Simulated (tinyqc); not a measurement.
Landau-Devonshire theory of a uniaxial ferroelectric: one step, computed by the program tinyqc. Command: `OMP_NUM_THREADS=1 python tinyqc.py 3012353 3012354 out.jsonl ferro walk`. One thread of a shared host (Intel(R) Xeon(R) Processor @ 2.30GHz), about 0.01 s of CPU time with the checks.

G(P) = (alpha/2) P^2 + (beta*/4) P^4 + (gamma/6) P^6 - E P per volume, SI units, one domain, P along the polar axis, which is normal to the film.

Task: A capacitor with imperfect screening. Between shorted electrodes with screening length lambda each, the depolarising field is -k P, k = 2 lambda/(eps_0 (d + 2 lambda eps_b)), so alpha turns into alpha + k. Ps^2 = [-beta* + sqrt(beta*^2 - 4 alpha gamma)]/(2 gamma). The polar state is the lowest uniform state while alpha + k < 0 (beta* > 0) or < 3 beta*^2/(16 gamma) (beta* < 0); setting the equality gives the critical thickness d_c.

Inputs (values chosen for the exercise, for a model ferroelectric): Curie-Weiss temperature T0 = 720 K; gamma = 7.17e+09 J m^9/C^6; temperature T = 296 K; film thickness d = 6.7 nm; screening length lambda = 0.0089 nm; background permittivity eps_b = 5.

Sample: epitaxial film.

alpha = -8.844085e+08 J m/C^2

beta* = 2.027303e+09 J m^5/C^4

Constants: eps_0 = 8.8541878128e-12 F/m.

Give: depolarising coefficient k; polarisation of the film; size of the depolarising field; critical thickness d_c.

Result:

depolarising coefficient k = 2.961e+08 J m/C^2

polarisation of the film = 42.20 microcoulomb/cm^2

size of the depolarising field = 125.0 MV/m

critical thickness d_c = 2.184 nm

Caution: the strain shifts T0 by more than 500 K here, which is beyond the range where constant coefficients hold.
